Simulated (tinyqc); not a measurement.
Electrons shared among three sets of ellipsoidal valleys: one step. Masses of each set. Four cases, with inputs chosen for the exercise.

Question. One valley: m_d = (ml mt^2)^(1/3). Whole set: m_de = M^(2/3) m_d. Mean over three axes: 1/m_c = (1/ml + 2/mt)/3. Anisotropy K = ml/mt.

Case 1.

Values chosen (out of a larger set: masses and offsets near those of Si; mobilities are free inputs, held fixed; not measured data): ml = (0.937, 0.937, 1.749) m0 (longitudinal masses of Delta2, Delta4, L); mt = (0.1828, 0.1828, 0.1227) m0 (transverse masses); M = (2, 4, 4) (valleys in each set).

Case 2.

Values chosen (out of a larger set: masses and offsets near those of Ge; mobilities are free inputs, held fixed; not measured data): ml = (1.641, 0.041, 0.896) m0 (longitudinal masses of L, Gamma, Delta); mt = (0.0827, 0.041, 0.2075) m0 (transverse masses); M = (4, 1, 6) (valleys in each set).

Case 3.

Values chosen (out of a larger set: masses and offsets near those of Ge; mobilities are free inputs, held fixed; not measured data): ml = (1.664, 0.042, 0.915) m0 (longitudinal masses of L, Gamma, Delta); mt = (0.0788, 0.042, 0.1911) m0 (transverse masses); M = (4, 1, 6) (valleys in each set).

Case 4.

Values chosen (out of a larger set: masses and offsets near those of Si; mobilities are free inputs, held fixed; not measured data): ml = (0.884, 0.884, 1.655) m0 (longitudinal masses of Delta2, Delta4, L); mt = (0.1957, 0.1957, 0.1244) m0 (transverse masses); M = (2, 4, 4) (valleys in each set).

Give: m_d, m_de, m_c (m0) and K of each set.

Answer.

Case 1.

m_d, m_de, m_c (m0) and K of each set:
```
set,m_d,m_de,m_c,K
Delta2,0.3152,0.5003,0.2498,5.13
Delta4,0.3152,0.7942,0.2498,5.13
L,0.2975,0.7497,0.1778,14.25
```

m_de/m_c is 2.00 for Delta2, 3.18 for Delta4, 4.22 for L: many anisotropic valleys give many states at a light conductivity mass. m_c is the mean over three axes; a set that holds only some of the equivalent valleys conducts with a mass that depends on direction.

Case 2.

m_d, m_de, m_c (m0) and K of each set:
```
set,m_d,m_de,m_c,K
L,0.2239,0.5642,0.1210,19.84
Gamma,0.0410,0.0410,0.0410,1.00
Delta,0.3379,1.1157,0.2789,4.32
```

m_de/m_c is 4.66 for L, 1.00 for Gamma, 4.00 for Delta: many anisotropic valleys give many states at a light conductivity mass. m_c is the mean over three axes; a set that holds only some of the equivalent valleys conducts with a mass that depends on direction.

Case 3.

m_d, m_de, m_c (m0) and K of each set:
```
set,m_d,m_de,m_c,K
L,0.2178,0.5488,0.1155,21.12
Gamma,0.0420,0.0420,0.0420,1.00
Delta,0.3221,1.0635,0.2595,4.79
```

m_de/m_c is 4.75 for L, 1.00 for Gamma, 4.10 for Delta: many anisotropic valleys give many states at a light conductivity mass. m_c is the mean over three axes; a set that holds only some of the equivalent valleys conducts with a mass that depends on direction.

Case 4.

m_d, m_de, m_c (m0) and K of each set:
```
set,m_d,m_de,m_c,K
Delta2,0.3235,0.5135,0.2643,4.52
Delta4,0.3235,0.8152,0.2643,4.52
L,0.2948,0.7428,0.1798,13.30
```

m_de/m_c is 1.94 for Delta2, 3.08 for Delta4, 4.13 for L: many anisotropic valleys give many states at a light conductivity mass. m_c is the mean over three axes; a set that holds only some of the equivalent valleys conducts with a mass that depends on direction.

Computed by tinyqc, one run a case: `OMP_NUM_THREADS=1 python tinyqc.py N N+1 out.jsonl` with N = 1651891, 1652563, 1652691, 1680230; one thread of a shared Intel(R) Xeon(R) Processor @ 2.30GHz, about 0.02 s a run at most.
